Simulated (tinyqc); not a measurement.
Thermionic emission over a Gaussian spread of barriers: effect of the spread.

Metal on an n-type semiconductor with one parabolic valley; V > 0 is forward bias (metal positive). Patches of barrier height b are spread as a Gaussian with mean phi - r2 V and variance sg^2 + r3 V; each carries A* T^2 exp(-b/Vt) [exp(V/Vt) - 1].

A* = 4 pi q me m0 kB^2/h^3 (times 1e-4 for A/(cm^2 K^2)). At zero bias the mean of exp(-b/Vt) gives phi_ap(0) = phi - sg^2/(2 Vt), J0 = A* T^2 exp(-phi_ap(0)/Vt), and the current is centred on b = phi - sg^2/Vt.

Values chosen for this exercise; band and dielectric values close to those of gallium arsenide:
- T = 300 K (temperature)
- me = 0.0665 m0 (electron mass)
- phi = 0.83 eV (barrier height seen from the metal)

Constants: q = 1.602176634e-19 C, kB = 1.380649e-23 J/K, h = 6.62607015e-34 J s, m0 = 9.1093837015e-31 kg, Vt = kB T/q. Results are converted to the units shown.

Result of one run:

| sg (eV) | phi_ap(0) (eV) | J0 (A/cm^2) | barrier that carries most current (eV) |
|---|---|---|---|
| 0.02 | 0.8223 | 1.105e-8 | 0.8145 |

What becomes of these results when the standard deviation of the barrier heights sg is changed from 0.02 to 0.036 eV, all else the same?

Result of the changed run:

| sg (eV) | phi_ap(0) (eV) | J0 (A/cm^2) | barrier that carries most current (eV) |
|---|---|---|---|
| 0.036 | 0.8049 | 2.161e-8 | 0.7799 |

The whole series:

| sg (eV) | phi_ap(0) (eV) | J0 (A/cm^2) | barrier that carries most current (eV) |
|---|---|---|---|
| 0.02 | 0.8223 | 1.105e-8 | 0.8145 |
| 0.036 | 0.8049 | 2.161e-8 | 0.7799 |
| 0.052 | 0.7777 | 6.195e-8 | 0.7254 |
| 0.068 | 0.7406 | 2.605e-7 | 0.6511 |
| 0.084 | 0.6935 | 1.607e-6 | 0.5571 |
| 0.1 | 0.6366 | 1.454e-5 | 0.4432 |
| 0.116 | 0.5697 | 1.930e-4 | 0.3095 |

The apparent barrier falls from 0.822 to 0.570 eV, by sg^2/(2 Vt), and J0 grows by a factor of 17500 over the table. The lowering equals Vt at sg = sqrt(2) Vt = 0.0366 eV. In 3 of the 7 rows sg exceeds 3 Vt, so the current comes from more than three deviations below the mean, a tiny share of the area that a Gaussian of independent patches describes poorly.

Numbers from tinyqc (`OMP_NUM_THREADS=1 python tinyqc.py 2640170 2640171 out.jsonl`; about 0.01 s on one thread of a shared Intel Xeon 2.30GHz).
